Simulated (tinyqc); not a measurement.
Inside a calculation. Model: MOSFET in the linear regime without short-channel effects, parameter extraction from computed curves.

Program tinyqc, `OMP_NUM_THREADS=1 python tinyqc.py 2210021 2210022 out.jsonl`; Intel Xeon 2.30GHz, shared host, one thread, about 0.01 s. Printed values are rounded.

Inversion charge Q = Cox n Vt W0(exp((Vg - VT)/(n Vt))), W0 the Lambert function and n = nf; u = Q/Cox; mobility mu = mu0/(1 + th1 u + th2 u^2); channel resistance Rch = (L - dL)/(W mu Q); Id = Vd/(Rch + Rsd/W). Cox = eps0 eox/tox. Small Vd, no channel-length or drain effects.

Parameters, values chosen for the exercise; channel values of the order met in silicon transistors:
- T = 300 K (temperature)
- eox = 3.9 (relative permittivity of the gate insulator (close to silicon dioxide))
- tox = 1.3 nm (insulator thickness)
- mu0 = 85 cm^2/(V s) (low-field mobility)
- th1 = 0.72 1/V (first mobility attenuation factor)
- th2 = 0 1/V^2 (second mobility attenuation factor)
- VT = 0.43 V (threshold voltage)
- nf = 1.44 (body factor)
- W = 1 um (gate width)
- L = 0.89 um (drawn gate length)
- dL = 0.014 um (drawn less effective length)
- Rsd = 99 ohm um (source plus drain resistance)
- Vd = 0.02 V (drain voltage)

Constants: q = 1.602176634e-19 C, kB = 1.380649e-23 J/K, Vt = kB T/q, eps0 = 8.8541878128e-14 F/cm where lengths are in cm. Results are converted to the units shown.

## Transfer curve

Vg, point 0 to 10 (V): [0.23, 0.33, 0.43, 0.53, 0.63, 0.73, 0.83, 0.93, 1.03, 1.13, 1.23]

u, mu, Rch and Id as defined.

```
point       u (V)  mu (cm^2/(V s))  Rch (ohm)     Id (uA)
0      1.72036e-4          84.9895  2.25554e7  8.86703e-4
1      0.00237948          84.8546  1.63334e6   0.0122441
2       0.0211130          83.7272  1.86560e5    0.107147
3       0.0742822          80.6847    55024.8    0.362820
4        0.148496          76.7899    28921.2    0.689175
5        0.231902          72.8383    19524.1     1.01921
6        0.319923          69.0863    14920.9     1.33156
7        0.410631          65.6039    12242.0     1.62061
8        0.503072          62.3985    10505.8     1.88594
9        0.596717          59.4557    9295.49     2.12891
10       0.691243          56.7539    8406.36     2.35146
```

## Threshold and mobility at the peak transconductance

gm_i = (Id_(i+1) - Id_(i-1))/(Vg_(i+1) - Vg_(i-1)); at the point j of largest gm the tangent meets the axis at V_ext = Vg_j - Id_j/gm_j; field-effect mobility gm_j L/(W Cox Vd) with the drawn L.

gm, point 1 to 9 (uS): [0.531304, 1.75288, 2.91014, 3.28194, 3.21194, 3.00703, 2.77187, 2.54148, 2.32761]
j = 4
V_ext = 0.420010 V
field-effect mobility = 54.9820 cm^2/(V s)

V_ext is 10 mV below the model VT, and the mobility so found is 36 % below mu0 L/(L - dL) = 86.4 cm^2/(V s), the value for the drawn L; attenuation, series resistance and the slow approach of Q to a straight line all lower the peak gm.

## The Y function

Y_i = Id_i/sqrt(gm_i). For Id = beta Vd x/(1 + th x), x = Vg - VT, Y = sqrt(beta Vd) x whatever th. Slope s from points 6 and 9; VT_Y = Vg - Y/s at point 9; beta = s^2/Vd; mobility beta L/(W Cox) with the drawn L; th* = (beta Vd x/Id - 1)/x at point 9.

Y, point 1 to 9 (uA^0.5 V^0.5): [0.0167979, 0.0809293, 0.212684, 0.380421, 0.568694, 0.767879, 0.973403, 1.18300, 1.39541]
s = 2.09176 uA^0.5 V^-0.5
VT_Y = 0.462904 V
beta = 218.774 uA/V^2
mobility from Y = 73.3019 cm^2/(V s)
th* = 0.556235 1/V

The mobility from Y is 15 % below mu0 L/(L - dL) = 86.4 cm^2/(V s), which it should reach in deep inversion when th2 = 0. th* compares with th1 + mu0 Cox Rsd/(L - dL) = 0.746 1/V, since series resistance enters like th1. The match is poor here: at these overdrives Q is not yet a straight line in Vg.
